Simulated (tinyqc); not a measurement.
Inside a calculation. Model: a particle near a wafer in liquid: double-layer and van der Waals forces (DLVO), deposition barrier and removal. Computed by tinyqc, a small Python program that keeps every step. Command: `OMP_NUM_THREADS=1 python tinyqc.py 3113860 3113861 out.jsonl dlvo walk`. One thread of a shared host (Intel(R) Xeon(R) Processor @ 2.30GHz), about 0.01 s of CPU time with the checks. Intermediate numbers are printed to about 6 digits and carried at full precision; extremes and crossings named in words are read from the listed rows.

Sphere and flat wall, Derjaguin approximation, constant potentials in the linear-superposition form, no retardation and no hydration force.

Inputs (values chosen for the exercise, of the order of those for polymer latex on silicon in water):
```
quantity,value,unit
particle radius R,33,nm
Hamaker constant A,1.6e-20,J
potential of the particle psi_1,-42,mV
potential of the wafer psi_2,-55,mV
salt concentration c,0.064,mol/L
valence z of the symmetric salt,1,-
temperature T,298,K
dielectric constant of the liquid,78.4,-
gap h,1.8,nm
contact distance h0,0.4,nm
contact radius over R,0.099,-
viscosity,0.46,mPa s
```

Constants: e = 1.602176634e-19 C; N_A = 6.02214076e+23 1/mol; eps_0 = 8.8541878128e-12 F/m; k_B = 1.380649e-23 J/K; k_B = 8.617333262e-05 eV/K.

## Screening

kappa^2 = 2 z^2 e^2 N_A (1000 c)/(eps eps_0 k_B T); gamma_i = tanh(z e psi_i/(4 k_B T)); Z = 64 pi eps eps_0 (k_B T/(z e))^2 gamma_1 gamma_2.

kappa = 0.832355 1/nm

Debye length = 1.20141 nm

gamma_1 = -0.387525

gamma_2 = -0.489531

Z = 17.4603 pN

kappa R = 27.4677

Like signs: the double layers repel.

## Energy and force at one gap

U(h) = Z R exp(-kappa h) - A R/(6 h); F(h) = -dU/dh = kappa Z R exp(-kappa h) - A R/(6 h^2), positive for repulsion.

double-layer energy = 31.3033 k_B T

van der Waals energy = -11.8826 k_B T

U(h) = 19.4207 k_B T

F(h) = 80.0403 pN

## The curve

The formulas are those given above.

Against the gap:
```
h (nm),kappa h,U (k_B T),F (pN)
0.4,0.3329,46.9142,-2.06220e+02
0.6,0.4994,49.3436,4.66158e+01
1.0,0.8324,39.5341,1.20635e+02
1.5,1.2485,25.9233,9.84971e+01
2.5,2.0809,8.9248,4.57828e+01
4.0,3.3294,-0.3316,1.16762e+01
7.0,5.8265,-2.6426,-3.81869e-01
12.0,9.9883,-1.7760,-5.89080e-01
20.0,16.6471,-1.0694,-2.19972e-01
40.0,33.2942,-0.5347,-5.50000e-02
```

Caution: in rows where h is not small against R, A R/(6 h) overstates the van der Waals term. Caution: in rows with kappa h below 1 linear superposition is only rough.

## Barrier and secondary minimum

F = 0 reads x^2 exp(-x) = y with x = kappa h and y = A kappa/(6 Z); the left side peaks at x = 2 with 4/e^2 = 0.5413, so roots exist for smaller y: x < 2 is the barrier, x > 2 the secondary minimum.

y = 0.127123

position of the barrier = 0.535234 nm

barrier height = 49.7375 k_B T

position of the secondary minimum = 6.55495 nm

energy at the secondary minimum = -2.66493 k_B T

A barrier above 15 k_B T practically stops deposition. The secondary minimum is deep enough to hold particles loosely.

## Critical salt concentration

The barrier height is zero when U = 0 and F = 0 together: kappa h = 1 and kappa = 6 Z/(e A), e = 2.718282 here; c follows from kappa^2, with the potentials held fixed.

critical kappa = 2.40874 1/nm

critical concentration = 0.535971 mol/L

## Adding salt

kappa scales as sqrt(c); potentials are held fixed. A dash marks rows without a maximum.

Against the concentration:
```
c (mol/L),Debye length (nm),barrier at (nm),barrier (k_B T),minimum at (nm),minimum (k_B T)
5.36e-05,41.5144,2.59805,123.317,4.26023e+02,-4.53130e-02
5.36e-04,13.1280,1.49918,110.665,1.15583e+02,-1.64031e-01
5.36e-03,4.1514,0.88593,88.990,3.01814e+01,-6.11192e-01
2.68e-02,1.8566,0.63115,65.796,1.13649e+01,-1.57454e+00
1.07e-01,0.9292,0.49049,38.999,4.68363e+00,-3.66072e+00
2.68e-01,0.5871,0.43296,17.587,2.48450e+00,-6.57451e+00
4.82e-01,0.4378,0.41570,2.733,1.59064e+00,-9.74574e+00
8.04e-01,0.3390,0.42740,-10.355,1.01123e+00,-1.40613e+01
1.61e+00,0.2395,-,-,-,-
```

At low salt the barrier tends to Z R = 140 k_B T; it is half of that between 0.0054 and 0.027 mol/L and changes sign at 0.54 mol/L, while the secondary minimum deepens to -9.7 k_B T at 0.9 of that.

## Removing an attached particle

Adhesion F_a = A R/(6 h0^2) [1 + a^2/(R h0)] - kappa Z R exp(-kappa h0), a the contact radius. Drag in a shear flow F_d = 1.7 x 6 pi mu R^2 G, acting at 1.4 R; rolling starts when 1.4 R F_d = a F_a. Wall shear stress = mu G.

van der Waals adhesion = 994.720 pN

net adhesion F_a = 650.941 pN

wall shear stress for rolling = 1319.08 Pa

shear rate G = 2.86756e+06 1/s

Checks made by the program: force against a difference of U (relative difference below 1e-10).
